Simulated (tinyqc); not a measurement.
Elastic trap-assisted tunnelling through a dielectric: one step of the calculation.

Emitter at x = 0 (Fermi level 0), collector at x = t (Fermi level -V), band edge U(x) = phi - F x, F = V/t. A trap at x has the energy E = U(x) - Et. With G(u) = (4/(3 F)) sqrt(mo/C) max(u, 0)^1.5, C = hbar^2/(2 m0): S1 = G(phi - E) - G(Et), S2 = G(Et) - G(phi - V - E), T1,2 = exp(-S1,2). The steady rate through one trap is nu T1 T2 (f1 - f2)/(T1 + T2), f1 = f(E), f2 = f(E + V), f(y) = 1/(1 + exp(y/Vt)); both contacts offer states at E.

Question. Rate through a trap near the best position. n equally spaced x from xa to xb, where nearly all of the current flows; J = q Nt times the integral of the rate, by Simpson's rule.

Inputs (values chosen for the exercise); dielectric values close to those of hafnium oxide:
```
symbol,value,unit,meaning
T,300,K,temperature
phi,1.53,eV,barrier above the emitter Fermi level
mo,0.2,m0,tunnelling mass
t,6.7,nm,thickness
Et,1.25,eV,trap depth below the band edge of the dielectric
Nt,1.2e18,cm^-3,trap density
nu,1e13,1/s,attempt frequency
n,11,,points of the grid
V,1.02,V,voltage
xa,1.77,nm,left end of the grid
xb,4.12,nm,right end of the grid
```

Constants: q = 1.602176634e-19 C, kB = 1.380649e-23 J/K, hbar = 1.054571817e-34 J s, m0 = 9.1093837015e-31 kg, Vt = kB T/q, hbar^2/(2 m0) = 0.0380998212 eV nm^2. Results are converted to the units shown.

Find: x; E; S1; S2; f1 - f2; rate; J.

Answer.

x, point 0 to 10 (nm): [1.770, 2.005, 2.240, 2.475, 2.710, 2.945, 3.180, 3.415, 3.650, 3.885, 4.120]
E, point 0 to 10 (eV): [0.0105, -0.0252, -0.0610, -0.0968, -0.1326, -0.1683, -0.2041, -0.2399, -0.2757, -0.3114, -0.3472]
S1, point 0 to 10: [9.54, 10.88, 12.23, 13.59, 14.97, 16.37, 17.78, 19.21, 20.64, 22.10, 23.57]
S2, point 0 to 10: [20.96, 20.19, 19.39, 18.56, 17.71, 16.83, 15.93, 15.01, 14.07, 13.10, 12.12]
f1 - f2, point 0 to 10: [0.3995, 0.7264, 0.9137, 0.9769, 0.9941, 0.9985, 0.9996, 0.9999, 1.000, 1.000, 1.000]
rate, point 0 to 10 (1/s): [3151, 1.243e4, 3.481e4, 8.450e4, 1.904e5, 3.000e5, 1.639e5, 4.496e4, 1.080e4, 2526, 581.9]
J = 0.003888 A/cm^2

Range of the model: Phonon-assisted (inelastic) capture, chains of traps and a spread of trap depths are left out.

Program tinyqc, `OMP_NUM_THREADS=1 python tinyqc.py 2370017 2370018 out.jsonl`; Intel Xeon 2.30GHz, shared host, one thread, about 0.03 s.
